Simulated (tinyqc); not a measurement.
Worked calculation: two-band k.p model of the X valleys of a zinc-blende crystal. Values are carried at full precision from step to step, so a last printed digit may differ when a step is redone from the rounded ones.

With x = D/D0: for x < 1 the minima lie at k_m = sqrt(ml D0 (1 - x^2)/(4 c)), the hump at X has the height dE = (D0/4)(1 - x)^2 and the mass at the minimum is ml/(1 - x^2); the mass at X is ml/(1 - 1/x), negative for x < 1. For x > 1 the minimum is at X.

Constants: hbar^2/2m0 = 3.80998211 eV angstrom^2; kB = 8.617333262e-05 eV/K.

Inputs chosen for the exercise (of the order of those of GaP; the results hold for these values, not for the real material):
- D = 0.389 eV (splitting of the two conduction levels at X)
- D0 = 0.461 eV (coupling energy)
- ml = 0.979 m0 (mass along the axis from remote bands)
- k = 0.146 1/angstrom (wave vector from X)
- kmax = 0.18 1/angstrom (end of the path)
- mt = 0.255 m0 (transverse mass)
- T = 50 K (temperature)

## Shape of the lower band

Give x, k_m, dE and both masses.

x = 0.8438
k_m = 0.09235 1/angstrom
dE = 2.811 meV
mass at the minimum = 3.400 m0
mass at X = -5.289 m0

The coupling wins over the splitting, so each X point carries two minima; the hump equals kT at 33 K.

## The matrix at one k

k along the valley axis, counted from X, c = hbar^2/2m0, e = c k^2/ml. H = [[e - D/2, i P k], [-i P k, e + D/2]] with P^2 = D0 c/ml, so E = e -/+ sqrt(D^2/4 + D0 e). For D = 0 (diamond lattice) the bands cross at X.

Give P, the matrix, its levels and the weight of the lower X state in the lower band.

P = 1.3394 eV angstrom

H (eV):
```
          1        2
1   -0.1115  0.1956i
2  -0.1956i   0.2775
```

levels (eV): -0.1929  0.3588

weight = 0.8526

## Dispersion along the axis

Nine points; energies of the lower band from its minimum, against a parabola about the minimum with the mass there.

Results:
```
k (1/angstrom)  lower band (meV)  parabola (meV)  gap to the upper band (eV)
0.0000                      2.81            9.56                      0.3890
0.0225                      2.46            5.47                      0.3936
0.0450                      1.57            2.51                      0.4073
0.0675                      0.56            0.69                      0.4290
0.0900                      0.01            0.01                      0.4577
0.1125                      0.52            0.46                      0.4921
0.1350                      2.67            2.04                      0.5311
0.1575                      6.91            4.76                      0.5739
0.1800                     13.63            8.61                      0.6195
```

At kmax the band lies at 13.6 meV and the parabola at 8.6 meV: far from X the curvature returns to 1/ml, so the band is steeper than the parabola of the minimum.

## Thermal masses

Thermal masses along the axis for one X point, lower band, E from the minimum, on 1601 points from -0.8 to 0.8 1/angstrom: density-of-states mass m_d = c I^2/(pi kT), I = integral of exp(-E/kT) dk; conductivity mass m_c = 2 c kT/<(dE/dk)^2> with central differences.

Give m_d, m_c and Nc = 3 x 2 (kT/(4 pi c))^(3/2) mt sqrt(m_d) for three X points; 1 angstrom^-3 = 1e24 cm^-3.

m_d = 14.652 m0
m_c = 4.785 m0
Nc = 5.000e+18 cm^-3

Two separate parabolic minima would give m_d = 4 x 3.400 = 13.599; kT/dE = 1.53.

## Checks

- Height of the hump by numerical search against the closed form (meV): both 2.811.
- Thermal masses without coupling against ml: both 0.9790.

Program tinyqc; command `OMP_NUM_THREADS=1 python tinyqc.py 1850443 1850444 out.jsonl`; about 0.01 s on one thread of a shared Intel(R) Xeon(R) Processor @ 2.30GHz.
